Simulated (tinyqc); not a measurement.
What moves the Fermi level: gated graphene: carriers, quantum capacitance and optical conductivity.

Cones E = +/- hv |k|, four flavours, D(E) = 2|E|/(pi hv^2). n = (2/pi)(kT/hv)^2 F_1(mu/kT), p = (2/pi)(kT/hv)^2 F_1(-mu/kT), in 1/angstrom^2 (1e16 for 1/cm^2); F_1(eta) = integral_0^infinity x dx/(1 + exp(x - eta)). Cq/e^2 = d(n - p)/d mu = (2 kT/(pi hv^2)) ln(2 + 2 cosh(mu/kT)).

Gate: V = mu/e + e (n - p)/Cox with Cox/e^2 = k/(4 pi e2 t), t in angstrom, e2 = e^2/(4 pi eps0); 1/(eV angstrom^2) in C/e^2 equals 1602.176634 microfarad/cm^2; total 1/C = 1/Cox + 1/Cq.

Constants: kB = 8.617333262e-05 eV/K; e^2/(4 pi eps0) = 14.39964547 eV angstrom.

Inputs chosen for the exercise (Fermi velocity near that of graphene, gate dielectric near HfO2; the results hold for these values, not for the real material): hv = 7 eV angstrom (hbar vF); T = 400 K; k = 18.83 (dielectric constant of the gate layer); t = 2 nm (its thickness); V = -0.2 V (gate voltage from the neutrality point).

All results formed anew.

Results for these values:
```
case,mu (eV),n - p (1/cm^2),C/Cox
base,-0.1623,-1.962e+12,0.2892
```

What happens to each result for t = 1.4 nm, all else kept?

Answer: mu falls from -0.1623 to -0.1710; n - p falls from -1.962e+12 to -2.152e+12; C/Cox falls from 0.2892 to 0.2307.

The same for each parameter in turn:
```
case,mu (eV),n - p (1/cm^2),C/Cox
base,-0.1623,-1.962e+12,0.2892
V = -0.26 V,-0.2035,-2.942e+12,0.3371
t = 1.4 nm,-0.1710,-2.152e+12,0.2307
k = 22.6,-0.1670,-2.063e+12,0.2584
hv = 7.7 eV angstrom,-0.1672,-1.708e+12,0.2571
T = 500 K,-0.1605,-2.058e+12,0.2887
```

(tinyqc, `OMP_NUM_THREADS=1 python tinyqc.py 1680578 1680579 out.jsonl`, Intel(R) Xeon(R) Processor @ 2.30GHz, 1 thread, shared host, about 0.01 s.)
